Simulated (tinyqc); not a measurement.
RHF in the 6-311g basis, for H2, spin multiplicity 1, step by step. Computed by tinyqc, a small Python program that keeps every step (integrals from PySCF). Settings: charge = 0, multiplicity = 1, basis = 6-311g, energy threshold = 1e-10, iteration cap = 77, orthogonalisation = symmetric, start = core, DIIS depth = 8, DIIS from iteration = 2, shift = 1.0, method = RHF. Command: `OMP_NUM_THREADS=1 python tinyqc.py 28966 28967 out.jsonl` (the two numbers bound the seeds that draw the settings). One thread of a shared host (Intel(R) Xeon(R) Processor @ 2.60GHz), about 0.05 s of CPU time with the checks. Later iterations appear only in the table of the cycle.

## One-electron integrals

Geometry (angstrom):
```
atom        x        y        z
H     0.00000  0.00000  0.00000
H     0.00000  0.00000  1.11200
```

Basis 6-311g: exponents (1/bohr^2) and contraction coefficients of normalised primitives:
```
element  l (shell)  exponent  coefficient
H            s (1)  33.86500      0.02549
H            s (1)   5.09479      0.19037
H            s (1)   1.15879      0.85216
H            s (2)   0.32584      1.00000
H            s (3)   0.10274      1.00000
```

Overlap, kinetic and nuclear-attraction integrals over the contracted functions; the nuclear repulsion is the sum of Za Zb / Rab.

nuclear repulsion = 0.4758788 hartree

overlap S, lower triangle:
```
         1H 1s    1H 2s    1H 3s    2H 1s    2H 2s    2H 3s
1H 1s  1.00000
1H 2s  0.70638  1.00000
1H 3s  0.37366  0.78896  1.00000
2H 1s  0.05973  0.22543  0.24579  1.00000
2H 2s  0.22543  0.48704  0.55880  0.70638  1.00000
2H 3s  0.24579  0.55880  0.79705  0.37366  0.78896  1.00000
```

kinetic energy T (hartree), lower triangle:
```
          1H 1s    1H 2s    1H 3s    2H 1s    2H 2s    2H 3s
1H 1s   2.30435
1H 2s   0.54912  0.48876
1H 3s   0.10635  0.18488  0.15411
2H 1s  -0.08682  0.04151  0.05041  2.30435
2H 2s   0.04151  0.12387  0.10084  0.54912  0.48876
2H 3s   0.05041  0.10084  0.10426  0.10635  0.18488  0.15411
```

nuclear attraction V (hartree), lower triangle:
```
          1H 1s     1H 2s     1H 3s     2H 1s     2H 2s     2H 3s
1H 1s  -2.58697
1H 2s  -1.39679  -1.37896
1H 3s  -0.69267  -0.93885  -0.90270
2H 1s  -0.11429  -0.43924  -0.46086  -2.58697
2H 2s  -0.43924  -0.71355  -0.69942  -1.39679  -1.37896
2H 3s  -0.46086  -0.69942  -0.75770  -0.69267  -0.93885  -0.90270
```

core Hamiltonian H = T + V (hartree), lower triangle:
```
          1H 1s     1H 2s     1H 3s     2H 1s     2H 2s     2H 3s
1H 1s  -0.28262
1H 2s  -0.84767  -0.89020
1H 3s  -0.58633  -0.75397  -0.74858
2H 1s  -0.20111  -0.39772  -0.41045  -0.28262
2H 2s  -0.39772  -0.58967  -0.59858  -0.84767  -0.89020
2H 3s  -0.41045  -0.59858  -0.65344  -0.58633  -0.75397  -0.74858
```

## Two-electron integrals

Functions are numbered as in S; the eight-fold symmetry (ij|kl) = (ji|kl) = (kl|ij) leaves the list below.

Two-electron integrals (ij|kl) in chemists' order, unique and non-zero (hartree):
```
(11|11) 1.39303   (21|11) 0.82297   (21|21) 0.50970   (22|11) 0.82290
(22|21) 0.54303   (22|22) 0.64411   (31|11) 0.41126   (31|21) 0.25776
(31|22) 0.27987   (31|31) 0.13079   (32|11) 0.54368   (32|21) 0.36577
(32|22) 0.45267   (32|31) 0.18980   (32|32) 0.32514   (33|11) 0.49402
(33|21) 0.34012   (33|22) 0.44599   (33|31) 0.17804   (33|32) 0.33178
(33|33) 0.36168   (41|11) 0.05211   (41|21) 0.03441   (41|22) 0.04047
(41|31) 0.01772   (41|32) 0.02821   (41|33) 0.02737   (41|41) 0.00432
(42|11) 0.13282   (42|21) 0.09202   (42|22) 0.12035   (42|31) 0.04822
(42|32) 0.08837   (42|33) 0.09262   (42|41) 0.01311   (42|42) 0.05103
(43|11) 0.12541   (43|21) 0.08764   (43|22) 0.11783   (43|31) 0.04610
(43|32) 0.08812   (43|33) 0.09540   (43|41) 0.01248   (43|42) 0.05269
(43|43) 0.05647   (44|11) 0.47551   (44|21) 0.33502   (44|22) 0.46127
(44|31) 0.17686   (44|32) 0.34924   (44|33) 0.38390   (44|41) 0.05211
(44|42) 0.24484   (44|43) 0.26814   (44|44) 1.39303   (51|11) 0.24484
(51|21) 0.15393   (51|22) 0.16790   (51|31) 0.07818   (51|32) 0.11405
(51|33) 0.10718   (51|41) 0.01311   (51|42) 0.03603   (51|43) 0.03413
(51|44) 0.13282   (51|51) 0.05103   (52|11) 0.33426   (52|21) 0.22536
(52|22) 0.27982   (52|31) 0.11701   (52|32) 0.20117   (52|33) 0.20535
(52|41) 0.02340   (52|42) 0.07932   (52|43) 0.08010   (52|44) 0.33426
(52|51) 0.07932   (52|52) 0.15278   (53|11) 0.29105   (53|21) 0.20036
(53|22) 0.26211   (53|31) 0.10486   (53|32) 0.19438   (53|33) 0.20994
(53|41) 0.02186   (53|42) 0.08240   (53|43) 0.08726   (53|44) 0.37324
(53|51) 0.07144   (53|52) 0.15222   (53|53) 0.16311   (54|11) 0.33502
(54|21) 0.23535   (54|22) 0.32154   (54|31) 0.12408   (54|32) 0.24288
(54|33) 0.26730   (54|41) 0.03441   (54|42) 0.15393   (54|43) 0.16835
(54|44) 0.82297   (54|51) 0.09202   (54|52) 0.22536   (54|53) 0.25182
(54|54) 0.50970   (55|11) 0.46127   (55|21) 0.32154   (55|22) 0.43314
(55|31) 0.16906   (55|32) 0.32635   (55|33) 0.36159   (55|41) 0.04047
(55|42) 0.16790   (55|43) 0.18332   (55|44) 0.82290   (55|51) 0.12035
(55|52) 0.27982   (55|53) 0.31374   (55|54) 0.54303   (55|55) 0.64411
(61|11) 0.26814   (61|21) 0.16835   (61|22) 0.18332   (61|31) 0.08547
(61|32) 0.12446   (61|33) 0.11691   (61|41) 0.01248   (61|42) 0.03413
(61|43) 0.03254   (61|44) 0.12541   (61|51) 0.05269   (61|52) 0.08010
(61|53) 0.07197   (61|54) 0.08764   (61|55) 0.11783   (61|61) 0.05647
(62|11) 0.37324   (62|21) 0.25182   (62|22) 0.31374   (62|31) 0.13081
(62|32) 0.22618   (62|33) 0.23226   (62|41) 0.02186   (62|42) 0.07144
(62|43) 0.07197   (62|44) 0.29105   (62|51) 0.08240   (62|52) 0.15222
(62|53) 0.15018   (62|54) 0.20036   (62|55) 0.26211   (62|61) 0.08726
(62|62) 0.16311   (63|11) 0.36765   (63|21) 0.25396   (63|22) 0.33606
(63|31) 0.13311   (63|32) 0.25153   (63|33) 0.27774   (63|41) 0.02333
(63|42) 0.08444   (63|43) 0.08910   (63|44) 0.36765   (63|51) 0.08444
(63|52) 0.17313   (63|53) 0.18474   (63|54) 0.25396   (63|55) 0.33606
(63|61) 0.08910   (63|62) 0.18474   (63|63) 0.22977   (64|11) 0.17686
(64|21) 0.12408   (64|22) 0.16906   (64|31) 0.06539   (64|32) 0.12762
(64|33) 0.14054   (64|41) 0.01772   (64|42) 0.07818   (64|43) 0.08547
(64|44) 0.41126   (64|51) 0.04822   (64|52) 0.11701   (64|53) 0.13081
(64|54) 0.25776   (64|55) 0.27987   (64|61) 0.04610   (64|62) 0.10486
(64|63) 0.13311   (64|64) 0.13079   (65|11) 0.34924   (65|21) 0.24288
(65|22) 0.32635   (65|31) 0.12762   (65|32) 0.24618   (65|33) 0.27481
(65|41) 0.02821   (65|42) 0.11405   (65|43) 0.12446   (65|44) 0.54368
(65|51) 0.08837   (65|52) 0.20117   (65|53) 0.22618   (65|54) 0.36577
(65|55) 0.45267   (65|61) 0.08812   (65|62) 0.19438   (65|63) 0.25153
(65|64) 0.18980   (65|65) 0.32514   (66|11) 0.38390   (66|21) 0.26730
(66|22) 0.36159   (66|31) 0.14054   (66|32) 0.27481   (66|33) 0.31369
(66|41) 0.02737   (66|42) 0.10718   (66|43) 0.11691   (66|44) 0.49402
(66|51) 0.09262   (66|52) 0.20535   (66|53) 0.23226   (66|54) 0.34012
(66|55) 0.44599   (66|61) 0.09540   (66|62) 0.20994   (66|63) 0.27774
(66|64) 0.17804   (66|65) 0.33178   (66|66) 0.36168
```

## Orthogonalisation

S = U s U^T; symmetric (Loewdin) form X = U s^(-1/2) U^T, so that X^T S X = 1.

eigenvalues of S: 0.05397  0.13108  0.29949  0.72617  1.30273  3.48656

X, lower triangle:
```
          1H 1s     1H 2s     1H 3s     2H 1s     2H 2s    2H 3s
1H 1s   1.37526
1H 2s  -0.75088   2.15742
1H 3s   0.20925  -1.03142   2.20681
2H 1s   0.04269   0.01417  -0.05018   1.37526
2H 2s   0.01417  -0.31439   0.22989  -0.75088   2.15742
2H 3s  -0.05018   0.22989  -0.99673   0.20925  -1.03142  2.20681
```

## Starting guess

The start is the orbitals of the core Hamiltonian; D = 2 C_occ C_occ^T.

D at the start, lower triangle:
```
         1H 1s    1H 2s    1H 3s    2H 1s    2H 2s    2H 3s
1H 1s  0.06994
1H 2s  0.15088  0.32547
1H 3s  0.02116  0.04564  0.00640
2H 1s  0.06994  0.15088  0.02116  0.06994
2H 2s  0.15088  0.32547  0.04564  0.15088  0.32547
2H 3s  0.02116  0.04564  0.00640  0.02116  0.04564  0.00640
```

## Iteration 1: building the Fock matrix

J_ij = sum D_kl (ij|kl), K_ij = sum D_kl (ik|jl); F = H + J - 0.5 K; E = tr D H + tr D J / 2 - 0.25 tr D K + E_nn.

Coulomb J (hartree), lower triangle:
```
         1H 1s    1H 2s    1H 3s    2H 1s    2H 2s    2H 3s
1H 1s  1.43089
1H 2s  0.94387  1.14097
1H 3s  0.48735  0.81569  0.83139
2H 1s  0.09049  0.31808  0.32864  1.43089
2H 2s  0.31808  0.60154  0.60777  0.94387  1.14097
2H 3s  0.32864  0.60777  0.69531  0.48735  0.81569  0.83139
```

exchange K (hartree), lower triangle:
```
         1H 1s    1H 2s    1H 3s    2H 1s    2H 2s    2H 3s
1H 1s  0.80743
1H 2s  0.80630  0.92683
1H 3s  0.57394  0.70653  0.56440
2H 1s  0.38671  0.57081  0.50266  0.80743
2H 2s  0.57081  0.77104  0.65454  0.80630  0.92683
2H 3s  0.50266  0.65454  0.54572  0.57394  0.70653  0.56440
```

Fock matrix F (hartree), lower triangle:
```
          1H 1s     1H 2s     1H 3s     2H 1s     2H 2s     2H 3s
1H 1s   0.74455
1H 2s  -0.30694  -0.21265
1H 3s  -0.38595  -0.29153  -0.19940
2H 1s  -0.30397  -0.36505  -0.33315   0.74455
2H 2s  -0.36505  -0.37365  -0.31808  -0.30694  -0.21265
2H 3s  -0.33315  -0.31808  -0.23099  -0.38595  -0.29153  -0.19940
```

total energy of this density = -1.0416066 hartree

## Iteration 1: diagonalisation and new density

A level shift of 1 hartree raises the virtual space: F + shift (S - S D(s) S), with D(s) the density of one spin (D/2). Diagonalise F' = X^T F X, C = X C', fill 1 alpha and 1 beta electrons from the bottom; D = 2 C_occ C_occ^T. Each column has its largest component positive (the first on a tie).

F' = X^T F X (hartree), lower triangle:
```
          1         2         3         4         5        6
1   2.65758
2  -1.37404   1.69567
3  -0.11347  -0.53385   1.08284
4  -0.13517  -0.35756  -0.24565   2.65758
5  -0.35756  -0.46484  -0.18854  -1.37404   1.69567
6  -0.24565  -0.18854  -0.22784  -0.11347  -0.53385  1.08284
```

orbital energies (hartree): MO1 -0.45796, MO2 1.12945, MO3 1.33641, MO4 1.55041, MO5 3.58408, MO6 3.72979

coefficients C:
```
           MO1       MO2       MO3       MO4       MO5       MO6
1H 1s  0.16511   0.10646  -0.02582  -0.09241  -1.09284  -1.12311
1H 2s  0.38244   0.05346  -0.83695  -1.26522   1.59354   1.20175
1H 3s  0.09649   1.41931   0.92130   1.72368  -0.98740  -0.45598
2H 1s  0.16511  -0.10646  -0.02582   0.09241   1.09284  -1.12311
2H 2s  0.38244  -0.05346  -0.83695   1.26522  -1.59354   1.20175
2H 3s  0.09649  -1.41931   0.92130  -1.72368   0.98740  -0.45598
```

D after iteration 1, lower triangle:
```
         1H 1s    1H 2s    1H 3s    2H 1s    2H 2s    2H 3s
1H 1s  0.05452
1H 2s  0.12629  0.29252
1H 3s  0.03186  0.07380  0.01862
2H 1s  0.05452  0.12629  0.03186  0.05452
2H 2s  0.12629  0.29252  0.07380  0.12629  0.29252
2H 3s  0.03186  0.07380  0.01862  0.03186  0.07380  0.01862
```

## Iteration 2: building the Fock matrix

As before.

Coulomb J (hartree), lower triangle:
```
         1H 1s    1H 2s    1H 3s    2H 1s    2H 2s    2H 3s
1H 1s  1.38909
1H 2s  0.91994  1.11977
1H 3s  0.47556  0.80304  0.82267
2H 1s  0.08804  0.30990  0.32057  1.38909
2H 2s  0.30990  0.58955  0.59777  0.91994  1.11977
2H 3s  0.32057  0.59777  0.68749  0.47556  0.80304  0.82267
```

exchange K (hartree), lower triangle:
```
         1H 1s    1H 2s    1H 3s    2H 1s    2H 2s    2H 3s
1H 1s  0.75177
1H 2s  0.77171  0.91428
1H 3s  0.56264  0.71526  0.58780
2H 1s  0.36337  0.54880  0.49354  0.75177
2H 2s  0.54880  0.76167  0.66266  0.77171  0.91428
2H 3s  0.49354  0.66266  0.56809  0.56264  0.71526  0.58780
```

Fock matrix F (hartree), lower triangle:
```
          1H 1s     1H 2s     1H 3s     2H 1s     2H 2s     2H 3s
1H 1s   0.73058
1H 2s  -0.31358  -0.22757
1H 3s  -0.39209  -0.30856  -0.21982
2H 1s  -0.29475  -0.36223  -0.33665   0.73058
2H 2s  -0.36223  -0.38096  -0.33214  -0.31358  -0.22757
2H 3s  -0.33665  -0.33214  -0.24999  -0.39209  -0.30856  -0.21982
```

total energy of this density = -1.0619186 hartree

## Iteration 2: diagonalisation and new density

As before.

F' = X^T F X (hartree), lower triangle:
```
          1         2         3         4         5        6
1   2.65375
2  -1.35306   1.68946
3  -0.11856  -0.55405   1.05206
4  -0.11191  -0.33858  -0.24879   2.65375
5  -0.33858  -0.45784  -0.20681  -1.35306   1.68946
6  -0.24879  -0.20681  -0.25607  -0.11856  -0.55405  1.05206
```

orbital energies (hartree): MO1 -0.47708, MO2 1.12033, MO3 1.33979, MO4 1.54034, MO5 3.56042, MO6 3.70672

coefficients C:
```
           MO1       MO2       MO3       MO4       MO5       MO6
1H 1s  0.15745   0.10876  -0.03178  -0.09425  -1.09246  -1.12406
1H 2s  0.35998   0.07332  -0.84964  -1.25886   1.59778   1.19979
1H 3s  0.12602   1.39120   0.91727   1.74372  -0.99220  -0.45689
2H 1s  0.15745  -0.10876  -0.03178   0.09425   1.09246  -1.12406
2H 2s  0.35998  -0.07332  -0.84964   1.25886  -1.59778   1.19979
2H 3s  0.12602  -1.39120   0.91727  -1.74372   0.99220  -0.45689
```

D after iteration 2, lower triangle:
```
         1H 1s    1H 2s    1H 3s    2H 1s    2H 2s    2H 3s
1H 1s  0.04958
1H 2s  0.11336  0.25917
1H 3s  0.03968  0.09073  0.03176
2H 1s  0.04958  0.11336  0.03968  0.04958
2H 2s  0.11336  0.25917  0.09073  0.11336  0.25917
2H 3s  0.03968  0.09073  0.03176  0.03968  0.09073  0.03176
```

## Iteration 3: building the Fock matrix

As before.

Coulomb J (hartree), lower triangle:
```
         1H 1s    1H 2s    1H 3s    2H 1s    2H 2s    2H 3s
1H 1s  1.36377
1H 2s  0.90493  1.10566
1H 3s  0.46809  0.79442  0.81653
2H 1s  0.08643  0.30463  0.31542  1.36377
2H 2s  0.30463  0.58144  0.59093  0.90493  1.10566
2H 3s  0.31542  0.59093  0.68199  0.46809  0.79442  0.81653
```

exchange K (hartree), lower triangle:
```
         1H 1s    1H 2s    1H 3s    2H 1s    2H 2s    2H 3s
1H 1s  0.72119
1H 2s  0.75035  0.90275
1H 3s  0.55526  0.71795  0.60095
2H 1s  0.34962  0.53444  0.48736  0.72119
2H 2s  0.53444  0.75227  0.66504  0.75035  0.90275
2H 3s  0.48736  0.66504  0.58057  0.55526  0.71795  0.60095
```

Fock matrix F (hartree), lower triangle:
```
          1H 1s     1H 2s     1H 3s     2H 1s     2H 2s     2H 3s
1H 1s   0.72055
1H 2s  -0.31791  -0.23591
1H 3s  -0.39587  -0.31852  -0.23252
2H 1s  -0.28948  -0.36032  -0.33871   0.72055
2H 2s  -0.36032  -0.38437  -0.34017  -0.31791  -0.23591
2H 3s  -0.33871  -0.34017  -0.26174  -0.39587  -0.31852  -0.23252
```

total energy of this density = -1.0697467 hartree

## Iteration 3: DIIS over 2 matrices

error matrix X^T (FDS - SDF) X:
```
          1         2        3         4         5        6
1   0.00000   0.00827  0.02755   0.00000   0.00827  0.02755
2  -0.00827   0.00000  0.03207  -0.00827   0.00000  0.03207
3  -0.02755  -0.03207  0.00000  -0.02755  -0.03207  0.00000
4   0.00000   0.00827  0.02755   0.00000   0.00827  0.02755
5  -0.00827   0.00000  0.03207  -0.00827   0.00000  0.03207
6  -0.02755  -0.03207  0.00000  -0.02755  -0.03207  0.00000
```

B (overlaps of the stored error matrices):
```
               1              2
1  3.7296580e-02  2.3086504e-02
2  2.3086504e-02  1.4845818e-02
```

Minimise |sum c_i e_i|^2 with sum c_i = 1: solve [B -1; -1 0][c; lambda] = [0; -1] with B_ij = tr e_i^T e_j, and take F = sum c_i F_i.

DIIS coefficients: -1.38049  2.38049

extrapolated F (hartree), lower triangle:
```
          1H 1s     1H 2s     1H 3s     2H 1s     2H 2s     2H 3s
1H 1s   0.70670
1H 2s  -0.32389  -0.24743
1H 3s  -0.40108  -0.33227  -0.25006
2H 1s  -0.28221  -0.35769  -0.34156   0.70670
2H 2s  -0.35769  -0.38908  -0.35127  -0.32389  -0.24743
2H 3s  -0.34156  -0.35127  -0.27795  -0.40108  -0.33227  -0.25006
```

## Iteration 3: diagonalisation and new density

As before.

F' = X^T F X (hartree), lower triangle:
```
          1         2         3         4         5        6
1   2.62851
2  -1.33384   1.68103
3  -0.12416  -0.57036   1.02195
4  -0.09471  -0.32216  -0.25151   2.62851
5  -0.32216  -0.44646  -0.22003  -1.33384   1.68103
6  -0.25151  -0.22003  -0.28160  -0.12416  -0.57036  1.02195
```

orbital energies (hartree): MO1 -0.49972, MO2 1.10539, MO3 1.33870, MO4 1.52473, MO5 3.52415, MO6 3.66975

coefficients C:
```
           MO1       MO2       MO3       MO4       MO5       MO6
1H 1s  0.15380   0.11256  -0.03838  -0.09744  -1.09179  -1.12436
1H 2s  0.33836   0.10277  -0.85736  -1.24790   1.60474   1.20059
1H 3s  0.15114   1.34829   0.91243   1.77269  -1.00005  -0.45896
2H 1s  0.15380  -0.11256  -0.03838   0.09744   1.09179  -1.12436
2H 2s  0.33836  -0.10277  -0.85736   1.24790  -1.60474   1.20059
2H 3s  0.15114  -1.34829   0.91243  -1.77269   1.00005  -0.45896
```

D after iteration 3, lower triangle:
```
         1H 1s    1H 2s    1H 3s    2H 1s    2H 2s    2H 3s
1H 1s  0.04731
1H 2s  0.10408  0.22898
1H 3s  0.04649  0.10228  0.04569
2H 1s  0.04731  0.10408  0.04649  0.04731
2H 2s  0.10408  0.22898  0.10228  0.10408  0.22898
2H 3s  0.04649  0.10228  0.04569  0.04649  0.10228  0.04569
```

## Iteration 19 (converged): orbitals

converged F (hartree), lower triangle:
```
          1H 1s     1H 2s     1H 3s     2H 1s     2H 2s     2H 3s
1H 1s   0.69939
1H 2s  -0.32648  -0.24989
1H 3s  -0.40262  -0.33552  -0.25545
2H 1s  -0.28051  -0.35660  -0.34214   0.69939
2H 2s  -0.35660  -0.38876  -0.35343  -0.32648  -0.24989
2H 3s  -0.34214  -0.35343  -0.28275  -0.40262  -0.33552  -0.25545
```

Diagonalise F' = X^T F X, C = X C', fill 1 alpha and 1 beta electrons from the bottom; D = 2 C_occ C_occ^T. Each column has its largest component positive (the first on a tie).

F' = X^T F X (hartree), lower triangle:
```
          1         2         3         4         5        6
1   1.72370
2  -1.17200   0.92312
3   0.00114  -0.37924   0.16907
4   0.01087  -0.16072  -0.12570   1.72370
5  -0.16072  -0.20001  -0.02824  -1.17200   0.92312
6  -0.12570  -0.02824  -0.13294   0.00114  -0.37924  0.16907
```

orbital energies (hartree): MO1 -0.50461, MO2 0.10160, MO3 0.33766, MO4 0.52061, MO5 2.51576, MO6 2.66077

coefficients C:
```
           MO1       MO2       MO3       MO4       MO5       MO6
1H 1s  0.15241   0.11355  -0.04525  -0.09840  -1.09160  -1.12430
1H 2s  0.30512   0.10895  -0.86860  -1.24499   1.60659   1.20142
1H 3s  0.18601   1.33896   0.90557   1.77861  -1.00208  -0.45974
2H 1s  0.15241  -0.11355  -0.04525   0.09840   1.09160  -1.12430
2H 2s  0.30512  -0.10895  -0.86860   1.24499  -1.60659   1.20142
2H 3s  0.18601  -1.33896   0.90557  -1.77861   1.00208  -0.45974
```

D after iteration 19, lower triangle:
```
         1H 1s    1H 2s    1H 3s    2H 1s    2H 2s    2H 3s
1H 1s  0.04646
1H 2s  0.09300  0.18619
1H 3s  0.05670  0.11351  0.06920
2H 1s  0.04646  0.09300  0.05670  0.04646
2H 2s  0.09300  0.18619  0.11351  0.09300  0.18619
2H 3s  0.05670  0.11351  0.06920  0.05670  0.11351  0.06920
```

## Convergence

Stop when the energy changes by less than 1e-10 hartree and every element of the error matrix X^T (F D S - S D F) X is below 3e-06.

Course of the cycle:
```
iteration  E (hartree)     change  largest element of the error matrix
1           -1.0416066          -                             8.38e-02
2           -1.0619186  -2.03e-02                             4.67e-02
3           -1.0697467  -7.83e-03                             3.21e-02
4           -1.0736231  -3.88e-03                             2.00e-02
5           -1.0749527  -1.33e-03                             1.08e-02
6           -1.0753473  -3.95e-04                             5.86e-03
7           -1.0754626  -1.15e-04                             3.16e-03
8           -1.0754962  -3.36e-05                             1.70e-03
9           -1.0755060  -9.75e-06                             9.14e-04
10          -1.0755088  -2.81e-06                             4.88e-04
11          -1.0755096  -7.88e-07                             2.64e-04
12          -1.0755098  -2.32e-07                             1.43e-04
13          -1.0755099  -6.78e-08                             7.74e-05
14          -1.0755099  -2.00e-08                             4.20e-05
15          -1.0755099  -5.89e-09                             2.28e-05
16          -1.0755099  -1.73e-09                             1.24e-05
17          -1.0755099  -5.11e-10                             6.71e-06
18          -1.0755099  -1.51e-10                             3.64e-06
19          -1.0755099  -4.44e-11                             1.98e-06
```

PySCF RHF in the same basis = -1.0755099 hartree

Converged in 19 iterations.

## Populations, bond orders and dipole

Mulliken: Z minus the diagonal of D S on the atom; Loewdin: the same with S^(1/2) D S^(1/2); Mayer order: 2 sum_s sum (D(s) S)_ij (D(s) S)_ji over the two atoms.

Charges (e):
```
atom  Mulliken  Loewdin
1H           0        0
2H           0        0
```

Mayer bond orders:
```
pair    order
2-1   1.00000
```

dipole moment about the origin, x y z (debye): 0.00000  0.00000  0.00000
